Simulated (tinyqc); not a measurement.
Moment against band filling: Stoner model of a band ferromagnet.

Density of states per atom and spin: flat with a rise to the top, D(e) = (M/W) [1 - sp + 4 sp (e/W + 1/2)^3]. Levels e -/+ I m/2 for up and down spin, m = n_up - n_down, n_up + n_down = nd. At zero temperature e(N) is the energy below which N states lie, and E(m) = sum over spins of integral e D de - I m^2/4.

Values chosen for the exercise: W = 4.3 eV (band width, e from -W/2 to W/2); M = 5 (states per atom and spin); sp = 0.43 (shape parameter); I = 0.5 eV (Stoner parameter).

Rigid band, I fixed: a Slater-Pauling curve.

Results:
```
nd,I D(EF),m (muB),m_max
3.0,0.445,0.000,3.0
4.0,0.550,0.000,4.0
5.0,0.672,0.000,5.0
6.0,0.801,0.000,4.0
6.5,0.867,0.000,3.5
7.0,0.934,0.000,3.0
7.5,1.000,0.201,2.5
8.0,1.067,2.000,2.0
8.5,1.133,1.500,1.5
9.0,1.200,1.000,1.0
9.5,1.266,0.500,0.5
```

Magnetic fillings among those listed: 7.5, 8.0, 8.5, 9.0 and 9.5; the largest moment is 2.00 at nd = 8. At 8.0, 8.5, 9.0 and 9.5 the moment is saturated and follows m_max, changing by one per electron.

Program tinyqc; command `OMP_NUM_THREADS=1 python tinyqc.py 1680135 1680136 out.jsonl`; about 0.3 s on one thread of a shared Intel(R) Xeon(R) Processor @ 2.30GHz.
